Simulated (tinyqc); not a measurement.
Worked calculation: one-electron ion in a basis of Gaussians. One step of it, computed by the program tinyqc.

Question. Matrices over normalised Gaussians. With p = a_i + a_j and I(k) = Gamma((k+1)/2) / (2 p^((k+1)/2)): S = I(2l+2), T = (2l+3) a_i a_j S / p, V = -Z I(2l+1), each divided by sqrt(S_ii S_jj).

exponents of r^l exp(-a r^2) (1/bohr^2): 0.925700  3.001000

Z = 3

l = 0

Give: S; T; V.

Answer.

S:
```
        1       2
1  1.0000  0.7822
2  0.7822  1.0000
```

T (hartree):
```
        1       2
1  1.3885  1.6601
2  1.6601  4.5015
```

V (hartree):
```
         1        2
1  -4.6060  -5.2468
2  -5.2468  -8.2932
```
